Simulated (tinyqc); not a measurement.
Wannier function of the lower band of a two-orbital chain, step by step. Values are carried at full precision from step to step, so a last printed digit may differ when a step is redone from the rounded ones.

H(k) = [[-d/2 - 2 ta cos k, -t1 - t2 exp(-ik)], [-t1 - t2 exp(ik), d/2 - 2 tb cos k]], k in 1/a, Bloch sums with exp(ikR) and without the positions inside the cell. Mesh k_j = 2 pi j/N. Projection gauge: each lower eigenvector u is multiplied by the phase that makes <trial|u> real and positive (the one-band case of Loewdin orthogonalisation). Wannier amplitudes w(R) = (1/N) sum_k exp(ikR) u(k); hoppings H(R) = (1/N) sum_k exp(-ikR) E(k).

Values chosen for the exercise: d = 0.12 eV (A at -d/2, B at +d/2); t1 = 0.83 eV (A-B in the cell); t2 = 1.39 eV (B to A of the next cell); ta = -0.05 eV (A-A between cells); tb = -0.19 eV (B-B between cells); N = 5 (k points); th = 20 degrees (trial orbital cos(th) A + sin(th) B in cell 0); xb = 0.43 a (position of B (A at 0)); a = 4.1 angstrom (period); kq = 0.86 1/a (point off the mesh).

## Bloch states in the projection gauge

Diagonalise at each mesh point and fix the phase.

Mesh:
```
j  E lower (eV)  E upper (eV)               u_A               u_B  |<trial|u>|
0       -1.9890        2.4690           0.73815           0.67464       0.9244
1       -1.7547        1.9030  0.71251-0.14341i  0.56260+0.39402i       0.8620
2       -1.0643        0.6760  0.63189-0.26478i  0.03700+0.72749i       0.6064
3       -1.0643        0.6760  0.63189+0.26478i  0.03700-0.72749i       0.6064
4       -1.7547        1.9030  0.71251+0.14341i  0.56260-0.39402i       0.8620
```

The projection is smallest at j = 2 and 3 (0.6064); the gauge is smooth as long as it stays away from zero.

## The Wannier function

w(R) = (1/N) sum_j exp(2 pi i j R/N) u_j, for the N cells nearest the origin; it is real.

Amplitudes:
```
R      on A     on B
-2   0.0622  -0.2267
-1  -0.0856   0.5134
0    0.6854   0.3748
1    0.1480  -0.1284
2   -0.0718   0.1416
```

norm = 1.0000

Cell 0 holds 61.0 % of the weight.

## Centre and spread in real space

Point-like orbitals at R (A) and R + xb (B): centre <x>, spread <x^2> - <x>^2.

centre in units of a = -0.081
centre in angstrom = -0.332
spread = 7.549 angstrom^2

## The same from overlaps (Marzari-Vanderbilt)

b = 2 pi/N; M_j = u_j^+ diag(1, exp(-i b xb)) u_(j+1), with u_N = u_0. Centre = -(1/2 pi) sum arg M_j; gauge-invariant part Omega_I = (1/(N b^2)) sum (1 - |M_j|^2); gauge-dependent part Omega_D = (1/(N b^2)) sum (arg M_j + b centre)^2.

Overlaps:
```
j   |M_j|  arg M_j (rad)
0  0.9909        -0.0739
1  0.9584         0.0859
2  0.5801         1.8345
3  0.9584         0.0859
4  0.9909        -0.0739
```

centre from overlaps = -0.296 a
Omega_I = 0.1093 a^2
Omega_D = 0.3420 a^2

The centre is the Berry phase over 2 pi and does not depend on the trial orbital (modulo a). Omega_D is 75.8 % of the total; in one dimension a gauge that spreads the phase evenly removes it. The total is 0.4512 a^2, against 0.6530 a^2 (centre -0.300 a) in real space on 96 cells. The overlaps are finite differences in k, which are coarse on this mesh, and the function does not fit into N cells.

## Hoppings and interpolation

H(R) = (1/N) sum_j E_j cos(2 pi j R/N) for R = 0 to N/2. Interpolation: E(k) = H(0) + 2 sum H(R) cos(kR), the term R = N/2 of an even mesh counted once.

H(0), H(1), ... (eV): [-1.5254, -0.2703, 0.0385]

interpolated E(kq) = -1.8895 eV

The exact value is -1.8804 eV; the interpolation is off by -9.1 meV. Though the chain has short hoppings, the single band has longer ones, made by paths through the other orbital, which the tails of the Wannier function carry.

## Checks

- Centre from overlaps against the real-space centre on 200 points: both -0.2995.
- Omega_I + Omega_D against the real-space spread on 200 points: both 0.653.

Run: tinyqc, `OMP_NUM_THREADS=1 python tinyqc.py 1452022 1452023 out.jsonl`; Intel(R) Xeon(R) Processor @ 2.30GHz, one thread, shared host; about 0.2 s of CPU time with all checks.
